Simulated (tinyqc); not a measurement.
Molecular dynamics of a small cluster by velocity Verlet steps: one step, computed by the program tinyqc. Command: `OMP_NUM_THREADS=1 python tinyqc.py 3002197 3002198 out.jsonl verlet walk`. One thread of a shared host (Intel(R) Xeon(R) Processor @ 2.30GHz), about 0.08 s of CPU time with the checks.

E = sum_i {sum_j A exp(-p (r_ij/r0 - 1)) - xi sqrt(rho_i)}, rho_i = sum_j exp(-2 q (r_ij/r0 - 1)); the force on i is -sum_j w_ij (R_i - R_j)/r_ij with w_ij = -(2p/r0) A exp(-p (r_ij/r0 - 1)) + (xi q/r0) exp(-2 q (r_ij/r0 - 1)) (rho_i^(-1/2) + rho_j^(-1/2)).

Question. Step 1. Velocity Verlet: a = c F/M with c = 9.648533212e-3 angstrom/fs^2 per eV/(angstrom u); R(new) = R + v dt + a dt^2/2; v(new) = v + (a + a(new)) dt/2. Kinetic energy K = M v^2/(2c); temperature T = 2K/((3N - 3) k_B), rotation of the cluster included.

Inputs (values chosen for the exercise, for model atoms):
```
quantity,value,unit
length r0,2.46,angstrom
repulsion A,0.13,eV
hopping xi,1.85,eV
decay p,11.8,-
decay q,2.88,-
atomic mass M,157,u
time step dt,3,fs
```

Potential: Gupta. Thermostat: none.

starting positions (angstrom):
```
,x,y,z
atom 1,0.02,0.02,-0.01
atom 2,2.29,0,-0.04
atom 3,2.27,2.27,0
atom 4,-0.06,2.3,0.01
atom 5,1.08,1.15,1.64
atom 6,1.15,1.12,-1.61
```

starting velocities (angstrom/fs):
```
,x,y,z
atom 1,-0.0011,0.00094,-0.00128
atom 2,-5e-05,0.00178,8e-05
atom 3,0.00037,-0.00028,0.00141
atom 4,0.00134,-0.00281,0.00087
atom 5,-0.00025,3e-05,-0.00152
atom 6,-0.00031,0.00034,0.00044
```

Constants: 1 eV/(angstrom u) = 9.648533212e-03 angstrom/fs^2; k_B = 8.617333262e-05 eV/K.

Give: positions after step 1; new forces; velocities after step 1; total energy.

Answer.

positions after step 1 (angstrom):
```
,x,y,z
atom 1,0.016,0.023,-0.014
atom 2,2.290,0.005,-0.040
atom 3,2.271,2.269,0.004
atom 4,-0.056,2.292,0.013
atom 5,1.079,1.150,1.635
atom 6,1.149,1.121,-1.609
```

new forces (eV/angstrom):
```
,x,y,z
atom 1,-0.7467,-0.7549,0.1622
atom 2,0.4783,-0.5114,0.6448
atom 3,-0.0565,0.4293,0.2139
atom 4,0.1474,0.2887,-0.1885
atom 5,0.4021,-0.0073,0.1061
atom 6,-0.2246,0.5556,-0.9386
```

velocities after step 1 (angstrom/fs):
```
,x,y,z
atom 1,-0.001237,0.000814,-0.001251
atom 2,0.000037,0.001694,0.000199
atom 3,0.000355,-0.000208,0.001453
atom 4,0.001377,-0.002774,0.000839
atom 5,-0.000178,0.000033,-0.001514
atom 6,-0.000355,0.000441,0.000273
```

total energy = -20.14 eV
